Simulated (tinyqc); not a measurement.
# Donor in an ellipsoidal valley (Kohn-Luttinger variational method), step by step

A worked calculation. Computed by tinyqc, a small Python program that keeps every step. Command: `OMP_NUM_THREADS=1 python tinyqc.py 3004352 3004353 out.jsonl kohnlutt walk`. One thread of a shared host (Intel(R) Xeon(R) Processor @ 2.30GHz), about 0.04 s of CPU time with the checks. Intermediate numbers are printed to about 6 digits and carried at full precision; extremes and crossings named in words are read from the listed rows.

H = -(d^2/dx^2 + d^2/dy^2) - gamma d^2/dz^2 - 2/r in units built on m_t, with gamma = m_t/m_l and z along the valley axis. One valley; no valley-orbit or central-cell term.

Inputs (values chosen for the exercise, for a model semiconductor):
```
quantity                      value  unit
transverse mass m_t           0.194   m_0
longitudinal mass m_l         0.495   m_0
dielectric constant eps        8.51     -
trial ratio b/a                0.85     -
observed depth chosen for 1s   71.9   meV
```

Constants: Ry = 13.605693123 eV; a_0 = 0.529177210903 angstrom; h x 1 THz = 4.135667696 meV.

## Effective units

Ry* = Ry m_t/eps^2, a* = a_0 eps/m_t, gamma = m_t/m_l.

Ry* = 36.4471 meV

a* = 23.2129 angstrom

gamma = 0.391919

## Energy at a trial ratio

Trial function exp(-sqrt((x^2 + y^2)/a^2 + z^2/b^2)) with beta = b/a < 1: E = t/a^2 - u/a, t = (2 + gamma/beta^2)/3, u = 2 arcsin(sqrt(1 - beta^2))/sqrt(1 - beta^2); the best a is 2 t/u and E(beta) = -u^2/(4 t).

t = 0.847483

u = 2.10641

best a = 0.804669 a*

E(beta) = -1.30887 Ry*

## Minimum over the ratio

Golden-section search on beta from 0.05 to 0.999, 60 steps.

Search, first ten steps; c and d are the inner points:
```
step       low      high         c  E(c) (Ry*)         d  E(d) (Ry*)
1     0.050000  0.999000  0.412486    -1.10250  0.636514    -1.31864
2     0.412486  0.999000  0.636514    -1.31864  0.774971    -1.32525
3     0.636514  0.999000  0.774971    -1.32525  0.860543    -1.30582
4     0.636514  0.860543  0.722086    -1.32963  0.774971    -1.32525
5     0.636514  0.774971  0.689400    -1.32844  0.722086    -1.32963
6     0.689400  0.774971  0.722086    -1.32963  0.742286    -1.32879
7     0.689400  0.742286  0.709601    -1.32956  0.722086    -1.32963
8     0.709601  0.742286  0.722086    -1.32963  0.729801    -1.32944
9     0.709601  0.729801  0.717317    -1.32966  0.722086    -1.32963
10    0.709601  0.722086  0.714370    -1.32964  0.717317    -1.32966
```

best beta = 0.717516

radius a of the 1s trial function = 19.3131 angstrom

radius b of the 1s trial function = 13.8575 angstrom

1s binding energy, trial function = 48.4622 meV

The envelope is flattened along the heavy axis; beta is close to gamma^(1/3) = 0.732.

## Levels from a Gaussian basis

Gaussian basis: g = P exp(-al (x^2 + y^2) - be z^2) with P = 1 (s-like), z (2p0) or x (2p+-); al = 0.004 x 2.6^k, k = 0..11, and be/al = 1, gamma^(-1/2) or 1/gamma (36 functions); 1/r = (2/sqrt(pi)) int exp(-t^2 r^2) dt by 48 Gauss-Legendre points after t = sqrt(al_i + al_j) tan(theta); overlap eigenvalues below 1e-10 are dropped.

1s binding energy, Gaussian basis = 48.4829 meV

2p0 binding energy = 15.3858 meV

2p+- binding energy = 10.7305 meV

The two-parameter trial function recovers 99.96 % of the 1s binding of the larger basis. 2p0, with its lobes along the heavy axis, is bound 1.43 times as strongly as 2p+-.

## Optical lines and the chemical shift

With an observed depth of 1s, the lines are 1s -> 2p0 = depth - E(2p0) and 1s -> 2p+- = depth - E(2p+-); the chemical shift is depth - E(1s, Gaussian basis); 1 meV = 1 THz/4.135667696.

line 1s -> 2p0 = 56.5142 meV

line 1s -> 2p+- = 61.1695 meV

chemical shift = 23.4171 meV

frequency of the line 1s -> 2p+- = 14.7907 THz

The spacing of the two lines, 4.655 meV, does not depend on the depth, so it is the same for every donor in this host.

## Which single mass stands for the valley

A hydrogenic level is Ry m/eps^2 for one mass m; errors are against the Gaussian basis.

1s binding energy:
```
rule                                      mass (m_0)  binding (meV)  error (%)
transverse mass                             0.194000        36.4471   -24.8248
conductivity mass 3/(2/m_t + 1/m_l)         0.243319        45.7128    -5.7135
density-of-states mass (m_t^2 m_l)^(1/3)    0.265096        49.8040     2.7250
longitudinal mass                           0.495000        92.9965    91.8131
trial function with a and b                        -        48.4622    -0.0427
mass that fits 1s                           0.258064        48.4829     0.0000
```

The conductivity mass, which is what a spherical trial function (a = b) gives, falls short by 5.7 %, as a restricted variational bound must; the density-of-states mass is off by +2.7 %. The mass that fits lies between the two.

## Levels against anisotropy

The trial energy is minimised over beta by golden section from 0.05 to 0.999, 60 steps.

Binding energies (Ry*):
```
gamma  1s, trial  1s, Gaussians       2p0      2p+-
0.098    1.84614        1.85207  0.796932  0.348173
0.200    1.57982        1.58206  0.586571  0.322503
0.390    1.33146        1.33203  0.423215  0.294631
0.540    1.21347        1.21367  0.355919  0.279826
0.590    1.18191        1.18204  0.338990  0.275674
0.730    1.10714        1.10716  0.300664  0.265492
0.910    1.03165        1.03162  0.264448  0.254688
```

As gamma falls from 0.91 to 0.098, 1s deepens from 1.032 to 1.852 Ry*, on the way from the hydrogen value 1 to the two-dimensional limit 4; 2p+- moves from 0.255 to 0.348 (limits 1/4 and 4/9), while 2p0 climbs from 0.264 to 0.797 and joins 1s as gamma tends to 0. Near gamma = 1 the trial function is almost exact and can pass the Gaussian basis, whose own error is about 3e-5 Ry*.

Checks made by the program: the Gaussian basis at gamma = 1 against 1, 1/4 and 1/4 Ry* (relative difference 3e-05); trial function against Gaussian basis (relative difference 4e-04).
